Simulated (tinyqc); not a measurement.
# Trap density from the barrier height

Question. In a partly depleted grain with all boundary traps filled, 2 N W = Qt and VB = q N W^2/(2 eps0 eps_r). Find Qt, W and the doping at which VB would equal Vt.

Parameters, values chosen for the exercise:
- T = 350 K (temperature)
- eps_r = 11.7 (relative permittivity)

Constants: q = 1.602176634e-19 C, kB = 1.380649e-23 J/K, Vt = kB T/q, eps0 = 8.8541878128e-14 F/cm where lengths are in cm. Results are converted to the units shown.

doping = 4e18 cm^-3
barrier height = 0.11604274 V

Solution. Eliminating W gives VB = q Qt^2/(8 eps0 eps_r N), which falls as 1/N.

Qt = 4.900e12 cm^-2
W = 6.125 nm
doping for VB = Vt = 1.539e19 cm^-3

Computed by the program tinyqc: `OMP_NUM_THREADS=1 python tinyqc.py 2830239 2830240 out.jsonl`, one thread of a shared Intel Xeon 2.30GHz, about 0.01 s for the whole run.
